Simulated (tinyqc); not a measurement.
From one set of inputs to another, one input at a time: domain walls in a thin film with perpendicular anisotropy: Bloch, Neel and chiral walls, motion and stripe domains. Computed by tinyqc, a small Python program. Command: `OMP_NUM_THREADS=1 python tinyqc.py 3029441 3029442 out.jsonl mwall ladder`. One thread of a shared host (Intel(R) Xeon(R) Processor @ 2.30GHz), about 0.02 s of CPU time with the checks.

One-dimensional wall: polar angle theta(x), azimuth phi of the moment in the wall (phi = 0 Neel, 90 degrees Bloch). mu_0 = 1.25663706212e-6 T m/A, gamma = 1.76085963023e11 rad/(s T).

The inputs printed are set A. Inputs not listed in the table keep their values of set A, so the rows need not describe a real material.

Inputs (values chosen for the exercise, for a model film):

| quantity | value | unit |
|---|---|---|
| saturation magnetisation M_s | 595 | kA/m |
| exchange stiffness A | 19 | pJ/m |
| uniaxial anisotropy K_u | 617 | kJ/m^3 |
| DMI constant D | 1.4 | mJ/m^2 |
| thickness t | 2.5 | nm |
| damping alpha | 0.027 | - |
| current density J | 0.097 | 1e12 A/m^2 |
| spin Hall angle theta_SH | 0.14 | - |

Drive: spin-orbit torque.

Constants: hbar = 1.054571817e-34 J s; e = 1.602176634e-19 C.

Method:
- K_eff = K_u - mu_0 M_s^2/2; Delta = sqrt(A/K_eff); sigma_0 = 4 sqrt(A K_eff); profile theta = 2 arctan exp(x/Delta); quality factor Q = 2 K_u/(mu_0 M_s^2).
- sigma(phi) = sigma_0 + 2 Delta K_D cos^2(phi) - pi D cos(phi), with the wall shape anisotropy K_D = N_x mu_0 M_s^2/2, N_x = t ln 2/(pi Delta). The minimum has cos(phi) = D/D_N for D < D_N = 4 Delta K_D/pi and phi = 0 beyond; sigma turns negative at D_c = (sigma_0 + 2 Delta K_D)/pi.
- Spin-orbit drive: B_SL = hbar theta_SH J/(2 e M_s t) acts as the field (pi/2) B_SL cos(phi). Steady state: v = (gamma Delta/alpha)(pi/2) B_SL cos(phi) = gamma Delta [B_D sin(phi) - (B_K/2) sin(2 phi)], B_K = 2 K_D/M_s, B_D = pi D/(2 M_s Delta); the root with phi between its rest value and 90 degrees; v saturates at v_D = gamma Delta B_D.

Each row keeps all changes above it:

| input moved | from | to | width parameter Delta (nm) | wall energy sigma (mJ/m^2) | velocity (m/s) |
|---|---|---|---|---|---|
| set A | - | - | 6.939 | 6.80 | 200.5 |
| uniaxial anisotropy K_u (kJ/m^3) | 617 | 1090 | 4.680 | 12.09 | 139.8 |
| spin Hall angle theta_SH | 0.14 | 0.33 | 4.680 | 12.09 | 294.0 |
| saturation magnetisation M_s (kA/m) | 595 | 736 | 5.034 | 11.07 | 247.0 |
| current density J (1e12 A/m^2) | 0.097 | 0.24 | 5.034 | 11.07 | 399.4 |
| damping alpha | 0.027 | 0.078 | 5.034 | 11.07 | 220.2 |
| thickness t (nm) | 2.5 | 0.76 | 5.034 | 10.81 | 435.9 |
| DMI constant D (mJ/m^2) | 1.4 | 2.1 | 5.034 | 8.61 | 565.3 |

Where does the difference come from?

Width parameter Delta goes from 6.94 to 5.03, a factor 0.725 in all. The largest single move comes from uniaxial anisotropy K_u (a factor 0.674), and saturation magnetisation M_s works against it (a factor 1.08). Wall energy sigma goes from 6.80 to 8.61, a factor 1.27 in all. The largest single move comes from uniaxial anisotropy K_u (a factor 1.78), and DMI constant D works against it (a factor 0.797). Velocity goes from 201 to 565, a factor 2.82 in all. The largest single move comes from spin Hall angle theta_SH (a factor 2.10), and damping alpha works against it (a factor 0.551). The single moves hold for this order of the switches; the total does not depend on the order.

Caution (all rows): pinning, heating and tilting of the wall are left out. Caution (rows uniaxial anisotropy K_u, spin Hall angle theta_SH): the formula for N_x assumes a film much thinner than the wall width.

Extremes, crossings and ranges named in words are read from the listed rows.
